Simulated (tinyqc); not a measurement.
Valley-orbit splitting of a donor ground state, with strain: one step, computed by the program tinyqc.

The basis is the 1s envelope in each valley; energies are counted from the unstrained conduction-band edge. The strain is e_s (a a^T - 1/3) for the unit stress axis a, so valley j along n_j moves by Xi_u e_s w_j with w_j = (n_j.a)^2 - 1/3: +1/6 for x and y, -1/3 for z. The splitting at the zone boundary that a [110] shear adds for <100> valleys is left out.

Question. Populations and ionisation. H_jj = -(E_0 + Lambda) + Xi_u e_s w_j; H_jk = -Delta_2 between opposite valleys and -Delta_1 between perpendicular ones. z = sum over levels of exp(-(E - E_ground)/k_B T), the ground-state share being 1/z; N_c = 2 (2 pi m_e k_B T/h^2)^(3/2) sum_j exp(-(shift_j - lowest shift)/k_B T); n1 = N_c/(2 z) exp(-binding/k_B T), binding = lowest shift - E_ground; without compensation n = 2 N_D/(1 + sqrt(1 + 4 N_D/n1)) (Boltzmann statistics; p and higher states left out).

Inputs (values chosen for the exercise, for a model many-valley semiconductor):
```
quantity                                     value   unit
single-valley binding energy E_0              34.6    meV
central-cell shift Lambda                     7.38    meV
coupling Delta_1                              2.13    meV
coupling Delta_2                              2.79    meV
shear deformation potential Xi_u              9.03     eV
shear strain e_s                          -0.00023      -
temperature T                                   50      K
donor density N_D                          3.5e+14  cm^-3
density-of-states mass of one valley m_e     0.333    m_0
```

Valleys: six along <100>. Stress axis: [110].

Constants: k_B = 8.617333262e-05 eV/K; m_0 = 9.1093837015e-31 kg; k_B = 1.380649e-23 J/K; h = 6.62607015e-34 J s.

Give: partition sum z; share of neutral donors in the ground state; N_c; n1; free electrons n.

Answer.

partition sum z = 1.217

share of neutral donors in the ground state = 0.8219

N_c = 1.828e+18 cm^-3

n1 = 3.447e+12 cm^-3

free electrons n = 3.305e+13 cm^-3
